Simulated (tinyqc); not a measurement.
Rapid thermal processing of a wafer: radiative balance, ramp and cooling, pattern effects, pyrometer error and spike budget: one step, computed by the program tinyqc. Command: `OMP_NUM_THREADS=1 python tinyqc.py 3112158 3112159 out.jsonl rtp walk`. One thread of a shared host (Intel(R) Xeon(R) Processor @ 2.30GHz), about 0.04 s of CPU time with the checks.

The wafer is opaque and uniform through its thickness unless said otherwise; temperatures in formulas are in kelvin (C + 273.15). sigma = 5.670374419e-12 W/(cm^2 K^4).

Task: Pyrometer error. Signal proportional to eps/(exp(c2/(lambda T)) - 1), c2 = h c/k_B. If the assumed emissivity is too high by the given error, the reading T' solves (1 + error)/(exp(c2/(lambda T')) - 1) = 1/(exp(c2/(lambda T)) - 1). Wien estimate: T' - T = -lambda T^2 ln(1 + error)/c2. Process rates go as exp(-E_a/(k_B T)).

Inputs (values chosen for the exercise, modelled on a hot silicon wafer):

| quantity | value | unit |
|---|---|---|
| process temperature | 1030 | C |
| starting temperature | 400 | C |
| pyrometer wavelength | 2.3 | micrometre |
| error of the assumed emissivity | 10 | % |
| activation energy of the process E_a | 3.66 | eV |

Constants: h = 6.62607015e-34 J s; c = 299792458 m/s; k_B = 1.380649e-23 J/K; k_B = 8.617333262e-05 eV/K.

Give: c2; c2/(lambda T); reading less true temperature; Wien estimate; rate at T over rate at T', less 1.

Result:

c2 = 14388 micrometre K

c2/(lambda T) = 4.800

reading less true temperature = -25.17 K

Wien estimate = -25.87 K

rate at T over rate at T', less 1 = 90.03 %

Caution: below about 600 C lightly doped silicon is partly transparent at this wavelength, so its emissivity is not yet the hot value early in the ramp.
